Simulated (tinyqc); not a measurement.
Empirical pseudopotential in a few plane waves, step by step. One step of it, computed by the program tinyqc.

Task: Levels at G. Diagonalise the Hermitian matrix.

H(k) at G (eV):
```
           +0+0+0     -1-1-1     -1-1+1     -1+1-1     -1+1+1     +1-1-1     +1-1+1     +1+1-1
+0+0+0   0.000000   2.241618  -2.241618  -2.241618  -2.241618  -2.241618  -2.241618  -2.241618
-1-1-1   2.241618  13.937324   0.000000   0.000000  -0.122451   0.000000  -0.122451  -0.122451
-1-1+1  -2.241618   0.000000  13.937324   0.122451   0.000000   0.122451   0.000000   0.000000
-1+1-1  -2.241618   0.000000   0.122451  13.937324   0.000000   0.122451   0.000000   0.000000
-1+1+1  -2.241618  -0.122451   0.000000   0.000000  13.937324   0.000000   0.122451   0.122451
+1-1-1  -2.241618   0.000000   0.122451   0.122451   0.000000  13.937324   0.000000   0.000000
+1-1+1  -2.241618  -0.122451   0.000000   0.000000   0.122451   0.000000  13.937324   0.122451
+1+1-1  -2.241618  -0.122451   0.000000   0.000000   0.122451   0.000000   0.122451  13.937324
+1+1+1   2.241618   0.000000  -0.122451  -0.122451   0.000000  -0.122451   0.000000   0.000000
-2+0+0   0.000000  -2.241618  -2.241618  -2.241618   2.241618   0.413689  -0.413689  -0.413689
+0-2+0   0.000000  -2.241618  -2.241618   0.413689  -0.413689  -2.241618   2.241618  -0.413689
+0+0-2   0.000000  -2.241618   0.413689  -2.241618  -0.413689  -2.241618  -0.413689   2.241618
+0+0+2   0.000000  -0.413689   2.241618  -0.413689  -2.241618  -0.413689  -2.241618   0.413689
+0+2+0   0.000000  -0.413689  -0.413689   2.241618  -2.241618  -0.413689   0.413689  -2.241618
+2+0+0   0.000000  -0.413689  -0.413689  -0.413689   0.413689   2.241618  -2.241618  -2.241618

           +1+1+1     -2+0+0     +0-2+0     +0+0-2     +0+0+2     +0+2+0     +2+0+0
+0+0+0   2.241618   0.000000   0.000000   0.000000   0.000000   0.000000   0.000000
-1-1-1   0.000000  -2.241618  -2.241618  -2.241618  -0.413689  -0.413689  -0.413689
-1-1+1  -0.122451  -2.241618  -2.241618   0.413689   2.241618  -0.413689  -0.413689
-1+1-1  -0.122451  -2.241618   0.413689  -2.241618  -0.413689   2.241618  -0.413689
-1+1+1   0.000000   2.241618  -0.413689  -0.413689  -2.241618  -2.241618   0.413689
+1-1-1  -0.122451   0.413689  -2.241618  -2.241618  -0.413689  -0.413689   2.241618
+1-1+1   0.000000  -0.413689   2.241618  -0.413689  -2.241618   0.413689  -2.241618
+1+1-1   0.000000  -0.413689  -0.413689   2.241618   0.413689  -2.241618  -2.241618
+1+1+1  13.937324  -0.413689  -0.413689  -0.413689  -2.241618  -2.241618  -2.241618
-2+0+0  -0.413689  18.583098   0.122451   0.122451  -0.122451  -0.122451   0.000000
+0-2+0  -0.413689   0.122451  18.583098   0.122451  -0.122451   0.000000  -0.122451
+0+0-2  -0.413689   0.122451   0.122451  18.583098   0.000000  -0.122451  -0.122451
+0+0+2  -2.241618  -0.122451  -0.122451   0.000000  18.583098   0.122451   0.122451
+0+2+0  -2.241618  -0.122451   0.000000  -0.122451   0.122451  18.583098   0.122451
+2+0+0  -2.241618   0.000000  -0.122451  -0.122451   0.122451   0.122451  18.583098
```

Give: eigenvalues.

Result:

eigenvalues (eV): -2.406  9.923  10.378  10.378  10.378  13.815  13.815  13.815  16.710  18.338  18.338  22.020  22.020  22.020  23.455
